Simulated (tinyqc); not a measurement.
Minority-electron transport through the base of a bipolar transistor (Moll-Ross and Kroemer integrals). Changing the base width W. Computed by tinyqc, a small Python program. Command: `OMP_NUM_THREADS=1 python tinyqc.py 3009993 3009994 out.jsonl base sweep`. One thread of a shared host (Intel(R) Xeon(R) Processor @ 2.30GHz), about 0.01 s of CPU time with the checks.

Low injection, one dimension, x from the emitter edge (0) to the collector edge (W), s = x/W. Recombination is treated as a small correction (valid for tau_B well below tau_n), computed from the stored charge.

Inputs (values chosen for the exercise, modelled on silicon):
```
quantity                                     value        unit
intrinsic density n_i at the emitter edge  9.6e+09      1/cm^3
base doping at the emitter edge N_0        6.2e+18      1/cm^3
mu_min                                         260  cm^2/(V s)
mu_max                                        1380  cm^2/(V s)
N_ref                                      1.5e+17      1/cm^3
saturation velocity v_s                       0.81    1e7 cm/s
electron lifetime tau_n                         16          ns
emitter Gummel number G_E                  3.4e+12      s/cm^4
base-emitter voltage V_BE                     0.64           V
temperature T                                  300           K
doping ratio N_0/N(W)                           18           -
```

Base doping profile: Gaussian. Gap grading: none. Exit of the base: saturation velocity.

Constants: k_B = 8.617333262e-05 eV/K; e = 1.602176634e-19 C.

Method:
- N(x) = N_0 (ratio)^(-s^2); n_i(x) = n_i; D(x) = (k_B T/e) mu, mu = mu_min + (mu_max - mu_min)/(1 + (N/N_ref)^0.7).
- With y(x) = N n_i^2/(D n_i(x)^2): base Gummel number G_B = int_0^W y dx + N(W) n_i^2/(v_s n_i(W)^2); J_C = e n_i^2 exp(e V_BE/k_B T)/G_B; n(x) = (J_C/e)(n_i(x)^2/(N n_i^2)) [int_x^W y dx + the same exit term]; transit time tau_B = (e/J_C) int n dx; trapezoid rule on 401 even points.
- Emitter-limited gain beta_E = G_E/G_B; recombination-limited gain beta_R = tau_n/tau_B; 1/beta = 1/beta_E + 1/beta_R; f_T from the base alone = 1/(2 pi tau_B).

One run for each value; columns: (1) base width W (nm); (2) base transit time tau_B (ps); (3) current gain beta; (4) f_T from the base alone (GHz); (5) mean velocity W/tau_B (1e7 cm/s); (6) share of the exit term in G_B (%):
```
(1)          (2)     (3)         (4)     (5)     (6)
10    4.9573e-02  8.9387  3.2105e+03  2.0172  11.180
18    1.2166e-01  5.2256  1.3082e+03  1.4795   6.536
32    3.1718e-01  3.0258  5.0179e+02  1.0089   3.785
56    8.5773e-01  1.7575  1.8555e+02  0.6529   2.198
100   2.5226e+00  0.9938  6.3093e+01  0.3964   1.243
180   7.7835e+00  0.5551  2.0448e+01  0.2313   0.694
320   2.3927e+01  0.3131  6.6518e+00  0.1337   0.392
560   7.2139e+01  0.1792  2.2062e+00  0.0776   0.224
1000  2.2791e+02  0.1004  6.9833e-01  0.0439   0.126
```

What does the table show, and why?

Over the rows, base transit time tau_B (ps) rises from 0.0496 to 228 (exponent d ln y / d ln x 1.5 between the first rows and 2.0 between the last); current gain beta falls from 8.94 to 0.100 (exponent d ln y / d ln x -0.91 between the first rows and -1.00 between the last); f_T from the base alone (GHz) falls from 3210 to 0.698 (exponent d ln y / d ln x -1.5 between the first rows and -2.0 between the last). At the high end the exponent of base transit time tau_B is 1.98, close to 2: diffusion, or drift in a field proportional to 1/W. At the high end the exponent of current gain beta is -1.00, close to -1: emitter-limited gain, or recombination with a transit time limited by the exit velocity.

Caution (rows 10.0, 18.0, 32.0): the mean velocity exceeds v_s, so drift-diffusion with a low-field mobility overstates the speed. Caution (rows 10.0, 18.0): the base is only a few mean free paths wide, so transport is partly ballistic. Caution (rows 100, 180, 320, 560, 1000): a current gain below 1 is far from a working transistor: the base is too heavily doped or too wide for this emitter and lifetime.
